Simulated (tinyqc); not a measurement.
Power law or saturation: oxide trap near a transistor channel: two-state multiphonon kinetics, telegraph noise and bias instability. Computed by tinyqc, a small Python program. Command: `OMP_NUM_THREADS=1 python tinyqc.py 3010704 3010705 out.jsonl oxidetrap walk`. One thread of a shared host (Intel(R) Xeon(R) Processor @ 2.30GHz), about 0.01 s of CPU time with the checks.

An n-channel device under positive gate bias. The trap is empty (state 1) or holds an electron (state 2); both states are parabolas of equal curvature, and the electron reservoir is taken at the Fermi level of the channel.

Inputs (values chosen for the exercise, with an insulator like HfO2 on silicon):
```
quantity                           value  unit
attempt rate k_0 at the interface  1e+12   1/s
temperature T                        450     K
mean capture barrier mu_c            1.4    eV
spread of the barriers s_c          0.16    eV
saturation shift dV_max               33    mV
```

Parts treated: one trap and an ensemble.

Constants: k_B = 8.617333262e-05 eV/K.

Method. For a normal spread of capture barriers (given for the stress field, with depth and field not resolved, k_0 being taken as the effective rate of the ensemble), traps with barrier below k_B T ln(k_0 t) are filled: dV(t) = (dV_max/2) erfc((mu_c - k_B T ln(k_0 t))/(sqrt(2) s_c)); local exponent n = d ln dV/d ln t (central difference, factor 1.01 in t). The extrapolation continues the power law fitted through 10 s and 1000 s.

Against stress time:
```
t (s)     shift (mV)  local exponent  power law (mV)  shift at T + 50 K (mV)
1.00e-03  3.1914e-03      9.6133e-01      8.1509e-02              2.5205e-02
1.00e-01  1.4881e-01      7.0877e-01      4.2588e-01              8.8602e-01
1.00e+01  2.2252e+00      4.6888e-01      2.2252e+00              8.0972e+00
1.00e+03  1.1626e+01      2.5541e-01      1.1626e+01              2.3403e+01
1.00e+05  2.5392e+01      9.5773e-02      6.0745e+01              3.1791e+01
1.00e+07  3.1946e+01      1.7937e-02      3.1739e+02              3.2960e+01
3.00e+08  3.2878e+01      2.6934e-03      1.0763e+03              3.2999e+01
```

The exponent falls from 0.961 to 0.003 as the front climbs the distribution, so the power law overstates the shift at 3e8 s (about ten years) by a factor 32.7. Heating by 50 K raises the shift at 1000 s by a factor 2.01: time and temperature enter only through T ln(k_0 t).
